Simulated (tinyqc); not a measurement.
Errors against cell size: correction of a charged-defect supercell by a model charge and potential alignment (plane-averaged potentials). Computed by tinyqc, a small Python program. Command: `OMP_NUM_THREADS=1 python tinyqc.py 3113425 3113426 out.jsonl align walk`. One thread of a shared host (Intel(R) Xeon(R) Processor @ 2.30GHz), about 0.01 s of CPU time with the checks.

The "true" defect charge is (1 - x) q in a Gaussian of width sigma plus x q in one of width sigma_t, so the exact answer is known; the correction sees only a single model Gaussian of width sigma_m. A Gaussian of width s has the transform rho(G) = exp(-G^2 s^2/2), normalised to 1. A uniform background cancels q, so G = 0 is left out. Potentials are those felt by a unit positive charge. E_0 is the formation energy of the isolated defect, E_cell its value in the supercell, E_lat = E_iso - E_per of the model charge, C the true less the model potential far from the defect; the exact correction is E_0 - E_cell, and the error of a scheme is E_cell plus its correction less E_0.

Inputs (values chosen for the exercise, with screening close to that of GaAs):
```
quantity                               value      unit
defect charge q                            2         e
dielectric constant eps                 12.9         -
edge of the cubic cell L                17.8  angstrom
width sigma of the true defect charge    1.5  angstrom
width sigma_m of the model charge        1.2  angstrom
share x of the charge in a wide tail       0         -
width sigma_t of the tail                2.9  angstrom
```

Constants: e^2/(4 pi eps_0) = 14.39964548 eV angstrom.

Method:
- Periodic energy E_per = (2 pi q^2/(eps L^3)) (e^2/(4 pi eps_0)) sum_(G != 0) rho(G)^2/G^2, G = (2 pi/L)(n1, n2, n3), |n_i| <= 16. Isolated energy: two Gaussians of charges q_a, q_b and widths a, b interact by q_a q_b (e^2/(4 pi eps_0 eps)) sqrt(2/pi)/sqrt(a^2 + b^2), and the self-energy is half the sum over pairs.
- Plane-averaged potential at distance z from the defect: V(z) = (4 pi q/(eps L^3)) (e^2/(4 pi eps_0 e)) sum_(m != 0) rho(G_m) cos(G_m z)/G_m^2, G_m = 2 pi m/L, |m| <= 40.
- Schemes: none; point-charge term alpha q^2 e^2/(4 pi eps_0 eps 2 L), alpha = 2.837297; E_lat of the model; E_lat - q C with C at z = L/2.

Error against E_0 (meV):
```
L (angstrom)     none  point charge  model charge  model and alignment
12.5          -474.42        32.319        11.635            0.0036117
15.1          -401.15        18.334         6.600            0.0000330
17.8          -344.67        11.192         4.029            0.0000001
21.4          -289.55         6.441         2.319            0.0000000
```

What follows from these numbers?

Between the last two rows the uncorrected error scales as L^-0.95 and the point-charge remainder as L^-3.00. With alignment the error is 0.0 meV in the smallest cell and 0.00 meV in the largest.

Extremes, crossings and ranges named in words are read from the listed rows.
